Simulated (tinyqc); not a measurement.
Haynes-Shockley experiment: drift, diffusion and decay of a minority-carrier pulse: one step, computed by the program tinyqc. Command: `OMP_NUM_THREADS=1 python tinyqc.py 3114266 3114267 out.jsonl haynes walk`. One thread of a shared host (Intel(R) Xeon(R) Processor @ 2.30GHz), about 0.01 s of CPU time with the checks.

A thin sheet of excess carriers is made at x = 0, t = 0 in a long uniform bar; injection is low, so the pulse moves with the minority mobility.

Task: Transport coefficients. D = mu k_B T/e, v = mu F. Transit time d/v, diffusion length sqrt(D tau), drift length v tau, Peclet number v d/D = e F d/(k_B T).

Inputs (values chosen for the exercise, modelled on holes in n-type silicon in a lightly doped bar):

| quantity | value | unit |
|---|---|---|
| minority mobility mu | 463 | cm^2/(V s) |
| lifetime tau | 38 | microsecond |
| temperature T | 330 | K |
| field F | 4.6 | V/cm |
| distance d to the collector | 0.29 | cm |

Constants: k_B = 8.617333262e-05 eV/K.

Give: D; drift velocity v; transit time d/v; diffusion length; drift length v tau; Peclet number.

Result:

D = 13.166 cm^2/s

drift velocity v = 2129.8 cm/s

transit time d/v = 136.16 microsecond

diffusion length = 223.68 micrometre

drift length v tau = 0.080932 cm

Peclet number = 46.910

The pulse must travel 3.58 drift lengths.
